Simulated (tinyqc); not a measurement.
Sputter depth profiling of a dopant layer: erosion rate, quantification and the mixing-roughness response: one step, computed by the program tinyqc. Command: `OMP_NUM_THREADS=1 python tinyqc.py 3020887 3020888 out.jsonl sims walk`. One thread of a shared host (Intel(R) Xeon(R) Processor @ 2.30GHz), about 0.05 s of CPU time with the checks.

A rastered ion beam erodes silicon (49.94 atoms per nm^3). The measured profile is the true one convolved with a depth response.

Problem. Moments. Convolution adds means and variances: the response has mean 0 (shift -w plus exponential mean w) and variance w^2 + sigma^2; a box adds the mean b/2 and the variance b^2/12.

Inputs (values chosen for the exercise, modelled on a dopant in silicon under an oxygen or caesium beam): roughness sigma = 1.4 nm; depth of the top edge z0 = 23 nm; box width b = 1.6 nm.

True profile: box.

mixing length w = 2.869146 nm

depth of the maximum = 22.41445 nm

Give: centroid; standard deviation; maximum minus centroid.

Solution.

centroid = 23.8 nm

standard deviation = 3.226 nm

maximum minus centroid = -1.386 nm

The centroid stays at the true position while the maximum lies nearer the surface, so depth is read from the centroid.
